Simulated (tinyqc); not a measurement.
Inside a calculation: free and nearly free electrons in a metal. Values are carried at full precision from step to step, so a last printed digit may differ when a step is redone from the rounded ones.

The cubic cell holds 4 atoms: n = 4 z/a^3, kF = (3 pi^2 n)^(1/3), EF = c kF^2/m, vF = 2 c kF/(m hbar), c = hbar^2/2m0; rs = (3/(4 pi n))^(1/3)/a0; D(EF) = 3 n/(2 EF).

Constants: hbar^2/2m0 = 3.80998211 eV angstrom^2; hbar = 6.58211957e-16 eV s; a0 (Bohr radius) = 0.5291772105 angstrom; kB = 8.617333262e-05 eV/K.

Parameters, chosen for this exercise (near those of Au, whose d bands this model ignores; not measured data): a = 4.038 angstrom (fcc lattice constant); z = 1 (free electrons an atom); m = 1.52 m0 (mass); rho = 2.28 micro-ohm cm (bulk resistivity); T = 300 K; V = 1.45 eV (|V_G| for G = (111)); x = 0.74 (k along G as a share of |G|/2).

## The Fermi sphere

Evaluate the free-electron quantities.

n = 0.06075 1/angstrom^3
kF = 1.2162 1/angstrom
EF = 3.707 eV
vF = 9.263e+05 m/s
rs = 2.982
D(EF) per atom = 0.4046 1/eV

A mass this far above 1 is of the kind met in the specific heat (electron-phonon coupling); it understates EF and vF of the real bands.

## Relaxation time and mean free path

Drude: 1/rho = n e^2 tau/(m m0) with e = 1.602176634e-19 C and m0 = 9.1093837e-31 kg; mean free path l = vF tau; rho l = hbar kF/(n e^2) = 12 pi^3 hbar/(e^2 S) with S = 4 pi kF^2 does not depend on tau or m.

Use SI units: n in 1/m^3 (1e30 per 1/angstrom^3), rho in ohm m (1e-8 per micro-ohm cm).

tau = 38.94 fs
l = 36.07 nm
rho l = 8.224 1e-16 ohm m^2

Wires lose conductivity to surfaces and grain boundaries, with an excess that scales as rho l over the width and is of the order of rho itself at a width of l = 36 nm.

## Thermal quantities

gamma = (pi^2/3) kB^2 D(EF) per atom, times 96485.33 x 1e3 for mJ/(mol K^2); mu(T) = EF (1 - (pi kB T/EF)^2/12); Wiedemann-Franz kappa = L0 T/rho with L0 = (pi^2/3) (kB/e)^2, kB/e in V/K.

gamma = 0.954 mJ/(mol K^2)
mu - EF = -0.1483 meV
kappa = 321 W/(m K)

## The sphere against the zone faces

Take G = (hkl) 2 pi/a for (111), (200) and (220), with the number of equivalent faces. The Bragg plane of G lies at |G|/2 with |G| = (2 pi/a) sqrt(h^2 + k^2 + l^2). Where kF exceeds it, the sphere cuts the plane in a circle of radius sqrt(kF^2 - G^2/4).

Distance and circle for each G:

| G | faces | \|G\|/2 (1/angstrom) | kF/(\|G\|/2) | circle radius |
|---|---|---|---|---|
| (111) | 8 | 1.3475 | 0.9025 | - |
| (200) | 6 | 1.5560 | 0.7816 | - |
| (220) | 12 | 2.2005 | 0.5527 | - |

The sphere stays inside the first zone; it reaches 0.903 of the way to the nearest faces.

## Two plane waves near the face

Two plane waves k and k - G, G = (111) (2 pi/a): H = [[c k^2/m, V], [V, c (k - G)^2/m]] with c = hbar^2/2m0.

Build H for k along G, diagonalise, and give the weight of the first wave in the lower state and its velocity along G relative to a free electron, (w k + (1 - w)(k - G))/k.

H (eV):
```
        1       2
1  2.4925  1.4500
2  1.4500  7.2262
```

levels (eV): 2.0836  7.6350

w = 0.9264
v/v_free = 0.8010

The splitting is 5.551 eV here and 2V = 2.9 eV on the face, where the normal velocity vanishes. There the lower band lies at 3.102 eV, below the free EF of 3.707 eV, so by this test the Fermi surface touches the face (V is large against EF, which it lowers, so the test is rough). The real noble metals have necks on these faces, through a gap of 4 to 5 eV at L and their d bands.

## Checks

- Lower level against the closed form of the 2 x 2 problem (eV): both 2.0836.
- The product rho l against hbar kF/(n e^2) (1e-16 ohm m^2): both 8.224.

Program tinyqc; command `OMP_NUM_THREADS=1 python tinyqc.py 1651112 1651113 out.jsonl`; about 0.01 s on one thread of a shared Intel(R) Xeon(R) Processor @ 2.30GHz.
